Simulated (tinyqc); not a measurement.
## Dopant mobility from one pulse

Inverse problem. With linear drift and no window, R = Ron x + Roff (1 - x), dx/dt = k i, k = mv Ron/D^2, and so R^2 = R0^2 - 2 k (Roff - Ron) phi after the flux phi. Find x0, k, mv and the charge passed.

Parameters, values chosen for the exercise:
- Ron = 500 ohm (resistance of the fully doped film)
- Roff = 40000 ohm (resistance of the undoped film)
- D = 15 nm (film thickness)

R before and after a pulse of flux 0.057 V s (ohm): 29335.000  19754.212

Answer. R^2 is linear in the flux and R is linear in the charge.

x0 = 0.2700
k = 1.044e5 1/C
mv = 4.700e-14 m^2/(V s)
charge = 2.322 uC

Computed by the program tinyqc: `OMP_NUM_THREADS=1 python tinyqc.py 2880152 2880153 out.jsonl`, one thread of a shared Intel Xeon 2.30GHz, about 0.3 s for the whole run.
